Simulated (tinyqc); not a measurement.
Narrowing against degeneracy: heavy doping: gap narrowing, degeneracy and the minority density.

F_j(eta) = (1/Gamma(j + 1)) integral_0^infinity x^j dx/(1 + exp(x - eta)), which tends to exp(eta) for eta << 0.

Empirical narrowing (Slotboom form, constants chosen for the exercise; published fits of this form give the apparent narrowing, here it is taken as the true one): dEg = E0 [ln(N/N0) + sqrt(ln(N/N0)^2 + C)].

Majority: N = Nv F_1/2(eta), eta the distance of EF beyond the majority band edge in kT. Degeneracy factor gam = F_1/2(eta)/exp(eta). ni0^2 = Nc Nv exp(-Eg/kT); product n p = ni0^2 gam exp(dEg/kT), dEg the true narrowing; apparent narrowing dEa = dEg + kT ln gam; minority density = n p/N.

Constants: kB = 8.617333262e-05 eV/K.

Inputs chosen for the exercise (gap and densities of states near those of InP at this temperature; narrowing constants of the size fitted for Si, not for this material; the results hold for these values, not for the real material):
- Eg = 1.337 eV (gap)
- Nc = 6.99e+17 1/cm^3 (conduction-band density of states)
- Nv = 1.54e+19 1/cm^3 (valence-band density of states)
- T = 350 K
- E0 = 8.54 meV (narrowing scale)
- N0 = 1.3e+17 1/cm^3 (onset density)
- C = 0.5 (smoothing constant)

N takes the values listed; the last column is N over the factor gam exp(dEg/kT), the doping that a simple model would need to give the same minority density.

Results:
```
N (1/cm^3)    eta      gam  dEg (meV)  dEa (meV)  minority (1/cm^3)  effective doping (1/cm^3)
5.0e+16     -5.73    0.999        2.0        2.0               12.9                   4.69e+16
2.0e+17     -4.34    0.995       10.7       10.6               4.28                   1.41e+17
5.0e+17     -3.42    0.989       24.5       24.2               2.68                   2.25e+17
2.0e+18     -2.00    0.955       47.5       46.1               1.39                   4.34e+17
5.0e+18     -1.01    0.892       62.9       59.5              0.866                   6.96e+17
2.0e+19      0.71    0.637       86.4       72.8              0.337                   1.79e+18
5.0e+19      2.28    0.333      102.0       68.8              0.118                   5.10e+18
3.0e+20      8.66  0.00339      132.5      -39.0           0.000551                   1.09e+21
```

Give the missing row, N (1/cm^3) = 1.0e+20.

Computed row:
```
N (1/cm^3)   eta    gam  dEg (meV)  dEa (meV)  minority (1/cm^3)  effective doping (1/cm^3)
1.0e+20     3.99  0.120      113.8       49.9             0.0315                   1.91e+19
```

dEg grows steadily to 132.5 meV, while the apparent value peaks at 72.8 meV for N = 2e+19 and falls to -39.0 meV as the Fermi level enters the band. N grows by a factor 40 from the third to the sixth row and the effective doping by 8.0: net of degeneracy, narrowing takes away 80 % of the factor gained by heavier doping.

(tinyqc, `OMP_NUM_THREADS=1 python tinyqc.py 1650853 1650854 out.jsonl`, Intel(R) Xeon(R) Processor @ 2.30GHz, 1 thread, shared host, about 0.01 s.)
